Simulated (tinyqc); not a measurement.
One-sided p+-n junction, ionisation integral and breakdown: effect of the drift doping.

A p+ layer at x < 0 and an n drift layer from x = 0. Depletion approximation, built-in voltage neglected. Local ionisation coefficients alpha_n = an exp(-(bn/E)^mx), alpha_p = ap exp(-(bp/E)^mx). Electrons move towards +x, holes towards x = 0.

W = sqrt(2 eps0 eps_r V/(q N)), peak field E0 = q N W/(eps0 eps_r), falling linearly to 0 at W. G(x) = integral from 0 to x of (alpha_n - alpha_p); I_n = integral of alpha_n exp(-G) (electrons injected at x = 0), I_p = integral of alpha_p exp(G(end) - G) (holes injected at the far edge); M = 1/(1 - I). Integrals on a fine grid; BV is where I_n = 1. Specific on-resistance Ron = W/(q mu N) with constant mobility and full ionisation.

Values chosen for this exercise; material values close to those of gallium arsenide: relative permittivity eps_r = 13.1; prefactor of the electron ionisation coefficient an = 2.88e5 1/cm; field constant for electrons bn = 6.65e5 V/cm; prefactor of the hole ionisation coefficient ap = 2.13e5 1/cm; field constant for holes bp = 6.95e5 V/cm; exponent mx = 1.6; electron mobility of the drift layer mu = 7980 cm^2/(V s).

Constants: q = 1.602176634e-19 C, eps0 = 8.8541878128e-14 F/cm where lengths are in cm. Results are converted to the units shown.

Effect of the drift doping:

| N (cm^-3) | BV (V) | E0 at BV (kV/cm) | W at BV (um) | Ron (mohm cm^2) | BV^2/Ron (MW/cm^2) | eps0 eps_r mu E0^3/4 (MW/cm^2) |
|---|---|---|---|---|---|---|
| 8.3e13 | 2.13e3 | 221 | 193 | 182 | 25.1 | 25.1 |
| 1.6e14 | 1.24e3 | 234 | 106 | 51.8 | 29.7 | 29.7 |
| 3.1e14 | 726 | 249 | 58.2 | 14.7 | 35.9 | 35.9 |
| 5.9e14 | 435 | 266 | 32.7 | 4.33 | 43.7 | 43.7 |
| 1.1e15 | 268 | 285 | 18.8 | 1.34 | 53.7 | 53.7 |
| 2.2e15 | 159 | 310 | 10.2 | 0.363 | 69.3 | 69.3 |
| 4.2e15 | 99.0 | 339 | 5.84 | 0.109 | 90.0 | 90.0 |
| 8e15 | 63.1 | 373 | 3.38 | 0.0330 | 120 | 120 |

BV falls from 2130 to 63.1 V while the critical field rises from 221 to 373 kV/cm. BV goes as N^(-0.83) between the first two rows and N^(-0.70) between the last two (a coefficient proportional to E^7 gives -0.75 without punch-through). Ron goes as BV^(2.45) over the table; the last two columns agree since BV = E0 W/2 and N = eps0 eps_r E0/(q W).

Program tinyqc, `OMP_NUM_THREADS=1 python tinyqc.py 2120036 2120037 out.jsonl`; Intel Xeon 2.30GHz, shared host, one thread, about 0.05 s.
